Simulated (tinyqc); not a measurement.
# Slope factor and drain-induced lowering from three currents

Problem. With source and body at 0 V, I = A exp((Vg + dd Vd)/(nf Vt)) (1 - exp(-Vd/Vt)). Find nf, the swing nf Vt ln 10 and dd.

Inputs (values chosen for the exercise):
- T = 330 K (temperature)

Constants: q = 1.602176634e-19 C, kB = 1.380649e-23 J/K, Vt = kB T/q. Results are converted to the units shown.

currents at (Vg, Vd) = (0, 0.05), (0, 1) and (0.05, 1) V (nA/um): 0.0030796007  0.022483769  0.086947251

Solution. The pair at equal Vd gives nf; the pair at equal Vg, after dividing out the factors 1 - exp(-Vd/Vt), gives dd.

nf = 1.30
swing = 85.1 mV/decade
dd = 0.0700

Program tinyqc, `OMP_NUM_THREADS=1 python tinyqc.py 2242054 2242055 out.jsonl`; Intel Xeon 2.30GHz, shared host, one thread, about 0.03 s.
